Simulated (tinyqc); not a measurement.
Undoped gate-all-around wire MOSFET, analytic charge model: one step of the calculation.

An undoped round wire of radius R under an insulator shell and a surrounding gate; long channel, electrons only, n = ni exp((psi - V)/Vt) with V the quasi-Fermi potential (0 at the source, Vd at the drain), constant mobility, no quantisation. The radial Poisson equation gives n(r) = n(0)/(1 - (1 - b) r^2/R^2)^2 with b = Q0/(Q + Q0). Q is the electron charge per area of the wire surface.

Task. Drain current and line charge. Q solves Vg - V0 - V = Q/Cox + Vt ln(Q/Q0) + Vt ln(1 + Q/Q0). I = mu (2 pi R/L)[2 Vt (Qs - Qd) + (Qs^2 - Qd^2)/(2 Cox) + Vt Q0 ln((Qd + Q0)/(Qs + Q0))], with Qs at V = 0 and Qd at V = Vd. Electrons per length at the source: 2 pi R Qs/q; surface over centre density: (1 + Qs/Q0)^2.

Values chosen for this exercise; material values close to those of In0.53Ga0.47As:
- T = 300 K (temperature)
- R = 5 nm (wire radius)
- mu = 300 cm^2/(V s) (channel mobility)
- L = 2 um (gate length)
- Vd = 0.05 V (drain voltage)

Constants: q = 1.602176634e-19 C, kB = 1.380649e-23 J/K, Vt = kB T/q. Results are converted to the units shown.

Qs = 107.62843 nC/cm^2
Qd = 48.304665 nC/cm^2
Cox = 2.4028179 uF/cm^2
Q0 = 256.36628 nC/cm^2

Find: first term; second term; third term; I; electrons per length; surface over centre density.

Result.

first term = 0.014454 uA
second term = 0.0090710 uA
third term = -0.0055563 uA
I = 0.017969 uA
electrons per length = 0.21104 1/nm
surface over centre density = 2.0159

The square-law term makes up 50.5 % of the current.

Numbers from tinyqc (`OMP_NUM_THREADS=1 python tinyqc.py 2460065 2460066 out.jsonl`; about 0.02 s on one thread of a shared Intel Xeon 2.30GHz).
